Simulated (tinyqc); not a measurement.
# Worked calculation: lossy interposer transmission line with skin effect

Computed by the program tinyqc: `OMP_NUM_THREADS=1 python tinyqc.py 2810132 2810133 out.jsonl`, one thread of a shared Intel Xeon 2.30GHz, about 0.01 s for the whole run. Printed values are rounded.

A uniform line in a homogeneous dielectric: c = sqrt(er)/(c0 Z0), l = Z0 sqrt(er)/c0 (c0 = 299792458 m/s), g = w c td, w = 2 pi f. The resistance joins its limits as r = sqrt(r_dc^2 + r_hf^2), with r_dc = rho/(wd th), r_hf = kr rho/(2 delta (wd + th)), delta = sqrt(rho/(pi f mu0)), mu0 = 4 pi 1e-7 H/m; this is an interpolation, and internal inductance, up to 0.05 nH/mm at low frequency, is neglected.

Parameters, values chosen for the exercise: width of the strip wd = 3.1 um; thickness of the strip th = 1.5 um; resistivity rho = 2 uohm cm; relative permittivity er = 3.9; loss tangent td = 0.002; lossless impedance sqrt(l/c) Z0 = 50 ohm; factor for crowding and the return path kr = 1.2; length len = 26 mm; source resistance Rg = 50 ohm; load resistance RL = 100 ohm; load capacitance CL = 300 fF; frequency f = 0.49 GHz.

## Line constants

delta, r_dc, r_hf, r, l, c and g as defined.

delta = 3.21542 um
r_dc = 4.30108 ohm/mm
r_hf = 0.811309 ohm/mm
r = 4.37692 ohm/mm
l = 0.329368 nH/mm
c = 131.747 pF/m
g = 8.11237e-4 S/m

r is 1.02 times r_dc; the skin depth is 2.14 of the thickness.

## Propagation constant and impedance

gamma = sqrt((r + i w l)(g + i w c)) = alpha + i beta, Zc = sqrt((r + i w l)/(g + i w c)), roots with positive real part; loss 8.685889638 alpha in dB; phase velocity w/beta.

gamma len = 0.691479+0.868212i
Zc = 82.4564-65.4025i ohm
loss = 0.231004 dB/mm
phase velocity over c0 = 0.307541
r/(w l) = 4.31630

r exceeds w l, so the line behaves mainly as an RC line at this frequency.

## Reflection, input impedance and transfer

ZL = 1/(1/RL + i w CL); reflection (ZL - Zc)/(ZL + Zc); Zin = Zc (ZL + Zc tanh(gamma len))/(Zc + ZL tanh(gamma len)); H = V_load/V_source = [Zin/(Zin + Rg)]/[cosh(gamma len) + (Zc/ZL) sinh(gamma len)].

ZL = 99.1541-9.1582i ohm
reflection at the load = -0.030127+0.297329i
Zin = 95.0454-76.9077i ohm
H = 0.255402-0.242264i
|H| = -9.06851 dB
